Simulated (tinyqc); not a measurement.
Inside a calculation. Model: space-charge-limited current with shallow traps.

tinyqc, about 0.01 s, one thread, Intel Xeon 2.30GHz (shared host): `OMP_NUM_THREADS=1 python tinyqc.py 2370027 2370028 out.jsonl` Printed values are rounded.

One carrier type, drift only, an injecting contact at x = 0 (zero field) and thickness L. The share th = y/(1 + y), y = (Nc/Nt) exp(-Et/kB T), of the injected charge is free: J = q mu n F, eps0 eps_r dF/dx = q (n - n0)/th.

Parameters, values chosen for the exercise: temperature T = 250 K; relative permittivity eps_r = 22.7; mobility mu = 0.00015 cm^2/(V s); thickness L = 4500 nm; band density of states Nc = 1.3e20 cm^-3; trap density Nt = 1.5e16 cm^-3; trap depth Et = 0.23 eV; free carrier density in equilibrium n0 = 1.6e13 cm^-3; voltage V = 15 V.

Constants: q = 1.602176634e-19 C, kB = 1.380649e-23 J/K, Vt = kB T/q, eps0 = 8.8541878128e-14 F/cm where lengths are in cm. Results are converted to the units shown.

Range of the model: Diffusion and a field-dependent mobility are left out. With injecting contacts the diffusion current, about 4 pi^2 Vt th eps0 eps_r mu V/L^3, equals the Mott-Gurney current at V = 35 kB T/q (0.9 V at 300 K), so the drift-only result needs V well above that.

## Limits and characteristic voltages

Ohmic J = q n0 mu V/L; Mott-Gurney J = (9/8) th eps0 eps_r mu V^2/L^3; they cross at Vx = 8 q n0 L^2/(9 th eps0 eps_r); traps fill at V_TFL = q Nt L^2/(2 eps0 eps_r).

th = 0.166739
ohmic J = 1.28174e-5 A/cm^2
Mott-Gurney J = 1.39637e-4 A/cm^2
Vx = 1.37686 V
V_TFL = 121.066 V

## The exact current

Exact: with u = n0/n(L), w = -u - ln(1 - u) and v = -u - u^2/2 - ln(1 - u), V = (q n0 L^2/(th eps0 eps_r)) v/w^2 and J = q^2 n0^2 mu L/(th eps0 eps_r w). v/w^2 falls steadily with u, so u follows by bisection.

v/w^2 = 9.68384
u = 0.127302
w = 0.00886375
J = 1.49326e-4 A/cm^2
exit field over V/L = 1.48310

J is 2.1 % below the plain sum of the two limits; the exit field lies between the ohmic 1 and the Mott-Gurney 1.5.
